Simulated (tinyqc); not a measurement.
Modes across the composition range: two-mode optical phonons of a ternary alloy from two coupled oscillators. Computed by tinyqc, a small Python program. Command: `OMP_NUM_THREADS=1 python tinyqc.py 3005532 3005533 out.jsonl twomode walk`. One thread of a shared host (Intel(R) Xeon(R) Processor @ 2.30GHz), about 0.01 s of CPU time with the checks.

An alloy A(x)B(1-x)C has an A-C and a B-C bond oscillator. Each TO frequency moves linearly from the impurity mode (dilute end) to the TO of the pure crystal; each strength is proportional to the number of bonds.

Inputs (values chosen for the exercise, for a model alloy):
```
quantity                  value  unit
omega_TO of pure AC         392  1/cm
omega_LO of pure AC         429  1/cm
omega_TO of pure BC         316  1/cm
omega_LO of pure BC         341  1/cm
eps_inf of AC              11.1     -
eps_inf of BC              8.17     -
impurity mode of A in BC    384  1/cm
impurity mode of B in AC    312  1/cm
```

Method:
- omega_1 = (impurity mode of A) + x (omega_TO,AC - impurity mode of A); omega_2 = (impurity mode of B) + (1 - x)(omega_TO,BC - impurity mode of B); eps_inf = x eps_AC + (1 - x) eps_BC; strengths W_1 = x eps_AC (omega_LO,AC^2 - omega_TO,AC^2), W_2 = (1 - x) eps_BC (omega_LO,BC^2 - omega_TO,BC^2).
- eps(omega) = eps_inf + W_1/(omega_1^2 - omega^2) + W_2/(omega_2^2 - omega^2) = 0 is the eigenproblem of the matrix [[omega_1^2 + W_1/eps_inf, sqrt(W_1 W_2)/eps_inf], [sqrt(W_1 W_2)/eps_inf, omega_2^2 + W_2/eps_inf]] for omega_LO^2.
- The polar coupling of mode j is c_j = (u_j . sqrt(W))^2/(eps_inf^2 omega_j^2), u_j its eigenvector and omega_j here its LO frequency; the c_j add up to 1/eps_inf - 1/eps_s. Froehlich constant alpha_j = (e^2/(4 pi eps_0)) c_j k_j/(2 E_j), E_j = h c omega_j, k_j = sqrt(m* E_j/(hbar^2/(2 m_0))).

Frequencies (1/cm):
```
x     TO, A-C  TO, B-C  lower LO  upper LO  coupling share of the upper LO   eps_s
0.02   384.16   315.92    339.69    385.74                         0.08435   9.592
0.10   384.80   315.60    335.32    391.78                         0.31869   9.903
0.20   385.60   315.20    331.05    398.00                         0.49793  10.290
0.35   386.80   314.60    326.02    405.73                         0.66729  10.866
0.50   388.00   314.00    321.97    412.23                         0.78022  11.435
0.65   389.20   313.40    318.54    417.91                         0.86361  12.000
0.80   390.40   312.80    315.53    422.97                         0.92937  12.558
0.90   391.20   312.40    313.71    426.07                         0.96662  12.927
0.98   391.84   312.08    312.33    428.43                         0.99359  13.221
```

What follows from these numbers?

The upper LO moves from 385.7 to 428.4 and the lower from 339.7 to 312.3 per cm. At each dilute end one LO-TO pair closes onto an impurity mode. The upper LO shifts by +0.41 per cm for each per cent of x near the middle, which is how Raman spectra measure composition. Its share of the polar coupling passes one half between x = 0.2 and 0.35.
